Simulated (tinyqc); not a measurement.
Plane-wave Kohn-Sham cycle with exchange-only LDA in a layered model solid, step by step. Computed by tinyqc, a small Python program that keeps every step. Settings: points = 16, plane-wave index or count = 3, electrons = 2, k points = 4, area = 29.0, mixing = 0.1, iteration cap = 57. Command: `OMP_NUM_THREADS=1 python tinyqc.py 21205 21206 out.jsonl` (the two numbers bound the seeds that draw the settings). One thread of a shared host (Intel(R) Xeon(R) Processor @ 2.60GHz), about 0.04 s of CPU time with the checks.

A solid whose potential varies along x alone (atomic units):

| parameter | value |
|---|---|
| period a | 12.400000 |
| cross-section of the cell | 29.000000 |
| electrons per cell | 2 |
| grid points | 16 |
| plane waves -n..n, n | 3 |
| k points | 4 |
| V1 in V1 cos(2 pi x/a) | -0.480000 |
| V2 in V2 cos(4 pi x/a) | 0.070000 |

Stop when sqrt(dV sum R^2) is below 1e-8, dV = a A/N.

Course of the cycle:

| iteration | E (hartree) | norm of the residual |
|---|---|---|
| 1 | -0.82961922 | 1.31e-01 |
| 2 | -0.77906950 | 1.15e-01 |
| 3 | -0.73884034 | 1.00e-01 |
| 4 | -0.70728633 | 8.75e-02 |
| 5 | -0.68280822 | 7.61e-02 |
| 6 | -0.66399519 | 6.60e-02 |
| 7 | -0.64965608 | 5.72e-02 |
| 8 | -0.63881078 | 4.94e-02 |
| 9 | -0.63066733 | 4.27e-02 |
| 10 | -0.62459483 | 3.69e-02 |
| 11 | -0.62009682 | 3.20e-02 |
| ... | ... | ... |
| 47 | -0.60854738 | 7.69e-04 |
| 48 | -0.60854836 | 6.97e-04 |
| 49 | -0.60854917 | 6.32e-04 |
| 50 | -0.60854985 | 5.73e-04 |
| 51 | -0.60855041 | 5.19e-04 |
| 52 | -0.60855088 | 4.71e-04 |
| 53 | -0.60855127 | 4.26e-04 |
| 54 | -0.60855159 | 3.86e-04 |
| 55 | -0.60855186 | 3.50e-04 |
| 56 | -0.60855208 | 3.16e-04 |
| 57 | -0.60855227 | 2.86e-04 |

Can the last value be used, and what does the course show?

Not by the stop rule, although the second column moves by less than 1e-06 over the last three steps. Not converged within 57 iterations: the residual falls steadily but slowly, by a factor of about 0.91 a step. Reruns (cap 100 unless said): mixing 0.5, Kerker q0 1.0: not converged; mixing 0.3, Pulay depth 5: converged in 10 (E = -0.60855); the original settings with a cap of 400: converged in 159 (E = -0.60855).
